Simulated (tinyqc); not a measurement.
## Electron continuity equation in a given potential, Scharfetter-Gummel discretisation: current and errors against the applied potential

Steady state in one dimension: J = q mu n E + q D dn/dx with E = -dpsi/dx and D = mu Vt, dJ/dx = 0, fixed densities nL and nR at the ends. The potential is given, psi = U (x/L)^2, and is not changed by the electrons.

9 equal intervals. Fluxes J_i = (q D/h)(n_(i+1) P_i - n_i Q_i), d_i = (psi_(i+1) - psi_i)/Vt: Scharfetter-Gummel P = B(d), Q = B(-d), B(d) = d/(exp(d) - 1); central P = 1 - d/2, Q = 1 + d/2; upwind P = 1 + max(-d, 0), Q = 1 + max(d, 0). Balance at each inner node: J_i - J_(i-1) = 0. The reference is Scharfetter-Gummel on 4000 intervals or more. Errors are those of J on the first interval against the reference at its midpoint; errors under 1e-6 % are printed as 0.

Values chosen for this exercise; mobility close to that of gallium nitride at room temperature:
- T = 400 K (temperature)
- mu = 1010 cm^2/(V s) (electron mobility)
- L = 19 um (length of the region)
- nL = 2e15 cm^-3 (density at x = 0)
- nR = 3.2e16 cm^-3 (density at x = L)

Constants: q = 1.602176634e-19 C, kB = 1.380649e-23 J/K, Vt = kB T/q. Results are converted to the units shown.

Result of one run:

| U (V) | largest \|d\| | reference J (A/cm^2) | SG error (%) | central error (%) | upwind error (%) | most negative central n (cm^-3), 0 if none |
|---|---|---|---|---|---|---|
| 0.68 | 4.140 | -29.43 | 4.13 | 3.09 | 12.9 | -1.08e16 |

What becomes of these results when the potential difference psi(L) - psi(0) U is changed from 0.68 to 0.47 V, all else the same?

Result of the changed run:

| U (V) | largest \|d\| | reference J (A/cm^2) | SG error (%) | central error (%) | upwind error (%) | most negative central n (cm^-3), 0 if none |
|---|---|---|---|---|---|---|
| 0.47 | 2.862 | -24.46 | 2.84 | 2.13 | 9.42 | -5.28e15 |

The whole series:

| U (V) | largest \|d\| | reference J (A/cm^2) | SG error (%) | central error (%) | upwind error (%) | most negative central n (cm^-3), 0 if none |
|---|---|---|---|---|---|---|
| 0.016 | 0.09742 | 61.51 | 0.0956 | 0.0502 | 3.84 | 0 |
| 0.062 | 0.3775 | 15.54 | 0.371 | -1.72 | 41.7 | 0 |
| 0.16 | 0.9742 | -12.10 | 0.959 | 4.44 | -31.5 | 0 |
| 0.31 | 1.888 | -19.83 | 1.86 | 1.59 | 3.06 | 0 |
| 0.47 | 2.862 | -24.46 | 2.84 | 2.13 | 9.42 | -5.28e15 |
| 0.68 | 4.140 | -29.43 | 4.13 | 3.09 | 12.9 | -1.08e16 |
| 0.93 | 5.663 | -34.41 | 5.68 | 4.22 | 16.2 | -1.49e16 |
| 1.4 | 8.524 | -42.22 | 8.64 | 6.56 | 21.7 | -1.95e16 |

The reference current falls from 61.5 to -42.2 A/cm^2. The largest errors in size are 8.6 % (Scharfetter-Gummel), 6.6 % (central) and 42 % (upwind). Central differences give negative densities for U = 0.47, 0.68, 0.93, 1.4 V; these rows have |d| above 2, which makes negative values possible though not certain.

Numbers from tinyqc (`OMP_NUM_THREADS=1 python tinyqc.py 2220123 2220124 out.jsonl`; about 0.01 s on one thread of a shared Intel Xeon 2.30GHz).
